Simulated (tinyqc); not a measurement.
# Resistance of a tapered via with liner, size effect and interface: several studies

A round via whose diameter grows from db at the bottom as D(z) = db + 2 z/tan(ang). The fill, of diameter D - 2 tl, starts above the bottom liner (thickness fb tl) and has rho = rho0 (1 + ks lam/(D - 2 tl)); the sidewall liner conducts in parallel with it. The bottom liner and the interface are crossed over the full area pi db^2/4. Spreading in the lines above and below is left out.

Values chosen for this exercise; fill metal close to ruthenium:
- db = 12 nm (diameter at the bottom)
- hv = 33 nm (height)
- ang = 88 degrees (sidewall angle)
- rho0 = 7.9 uohm cm (bulk resistivity of the fill)
- lam = 6.48 nm (mean free path of the fill)
- ks = 1.4 (size-effect factor)
- tl = 0.1 nm (liner on the sidewall)
- fb = 0.7 (liner at the bottom over that on the sidewall)
- rl = 370 uohm cm (resistivity of the liner)
- ri = 3.9e-12 ohm cm^2 (interface resistivity at the bottom)
- Sb = 1.5e15 S/m^2 (ballistic conductance per area, about 3/(4 rho0 lam))
- rho2 = 5.35 uohm cm (bulk resistivity of the second fill (close to tungsten))
- lam2 = 15.1 nm (its mean free path)
- tl2 = 3.9 nm (its liner)

Each table varies one quantity; the others keep the values above.

## Via resistance against the diameter at the bottom

Slices between z0 = fb tl and hv, evaluated at their midpoints: conductance per length pi/4 [(D - 2 tl)^2/rho + (D^2 - (D - 2 tl)^2)/rl], slice resistance = slice height over that. 2000 slices. R_fill = sum of the slices; R_bottom = rl fb tl/(pi db^2/4); R_interface = ri/(pi db^2/4); ballistic (Sharvin) limit 1/(Sb pi (db - 2 tl)^2/4); ideal cylinder rho0 hv/(pi db^2/4).

Via resistance against the diameter at the bottom:
```
db (nm)	R_fill (ohm)	R_bottom (ohm)	R_interface (ohm)	R (ohm)	ballistic limit (ohm)	R over ideal cylinder	largest part
6	164.3	9.160	13.79	187.3	25.23	2.031	fill
8.3	78.23	4.787	7.208	90.23	12.94	1.873	fill
11	41.26	2.725	4.104	48.09	7.277	1.753	fill
16	17.78	1.288	1.940	21.01	3.400	1.621	fill
22	8.794	0.6813	1.026	10.50	1.786	1.531	fill
30	4.476	0.3664	0.5517	5.394	0.9558	1.463	fill
42	2.176	0.1869	0.2815	2.644	0.4858	1.405	fill
58	1.100	0.09803	0.1476	1.346	0.2541	1.364	fill
80	0.5621	0.05153	0.07759	0.6912	0.1333	1.333	fill
```

R falls from 187 to 0.691 ohm. The fill is the largest part at db = 6 and in all other rows. R goes as db^(-2.25) between the first two rows and db^(-2.07) between the last two; area alone gives -2.

## Via resistance against the interface resistivity at the bottom

Same model as above.

2000 slices.

The same in every row: R_fill (ohm) = 33.90; R_bottom (ohm) = 2.290; ballistic limit (ohm) = 6.096.

Via resistance against the interface resistivity at the bottom:
```
ri (ohm cm^2)	R_interface (ohm)	R (ohm)	R over ideal cylinder	largest part
2e-13	0.1768	36.36	1.577	fill
5e-13	0.4421	36.63	1.589	fill
1e-12	0.8842	37.07	1.608	fill
2e-12	1.768	37.95	1.647	fill
6e-12	5.305	41.49	1.800	fill
1e-11	8.842	45.03	1.953	fill
3e-11	26.53	62.71	2.721	fill
```

Read the table: what changes, and by how much?

R rises from 36.4 to 62.7 ohm. The fill is the largest part at ri = 2e-13 and in all other rows. The share of the two bottom terms goes from 6.78 to 45.9 %.

## Two fill metals against the diameter

2000 slices. R_fill = sum of the slices; R_bottom = rl fb tl/(pi db^2/4); R_interface = ri/(pi db^2/4). The second fill has rho2, lam2 and tl2 in place of rho0, lam and tl.

Two fill metals against the diameter:
```
db (nm)	R, first fill (ohm)	R, second fill (ohm)	ratio second/first
12	39.634	354.69	8.9492
17	18.399	99.422	5.4036
24	8.7032	37.742	4.3366
35	3.8862	15.285	3.9331
49	1.9132	7.2642	3.7970
70	0.91078	3.4057	3.7393
100	0.43685	1.6244	3.7186
```

The ratio goes from 8.95 to 3.72. The first fill gives the lower R in every row.

tinyqc, about 0.01 s, one thread, Intel Xeon 2.30GHz (shared host): `OMP_NUM_THREADS=1 python tinyqc.py 2750159 2750160 out.jsonl`
